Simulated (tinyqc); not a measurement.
Scattering rates of a carrier in a spherical band by Fermi's golden rule: one step, computed by the program tinyqc. Command: `OMP_NUM_THREADS=1 python tinyqc.py 3031849 3031850 out.jsonl scatter walk`. One thread of a shared host (Intel(R) Xeon(R) Processor @ 2.30GHz), about 0.01 s of CPU time with the checks.

All processes here are isotropic or elastic, and the rate listed is the momentum relaxation rate.

Problem. Optical or intervalley phonons. Parabolic band: E = hbar^2 k^2/(2 m), speed v = hbar k/m, states per spin, volume and energy g(E) = m k/(2 pi^2 hbar^2). Masses are multiplied by m_0 and all formulas are in SI units. Phonon occupation N_q = 1/(exp(hbar w/(k_B T)) - 1). Optical or intervalley deformation potential: 1/tau = (pi Z_f D_o^2/(rho w)) [N_q g(E + hbar w) + (N_q + 1) g(E - hbar w)], with g = 0 below the band edge.

Inputs (values chosen for the exercise, modelled on electrons in silicon):
```
quantity                                          value       unit
density-of-states mass of one valley m            0.322        m_0
density rho                                        2329     kg/m^3
phonon energy hbar w                               59.6        meV
optical or intervalley deformation potential D_o    5.6  1e8 eV/cm
final valleys Z_f                                     5          -
temperature T                                       300          K
carrier energy E                                    330        meV
```

Crystal: non-polar. Band: parabolic. Impurity formula: Brooks-Herring. Further scattering: neutral impurities.

Constants: e = 1.602176634e-19 C; hbar = 6.582119569e-16 eV s; k_B = 8.617333262e-05 eV/K; m_0 = 9.1093837015e-31 kg; hbar = 1.054571817e-34 J s.

Give: absorption rate; emission rate.

Solution.

absorption rate = 1.610e+12 1/s

emission rate = 1.345e+13 1/s

Emission is 8.35 times absorption here.
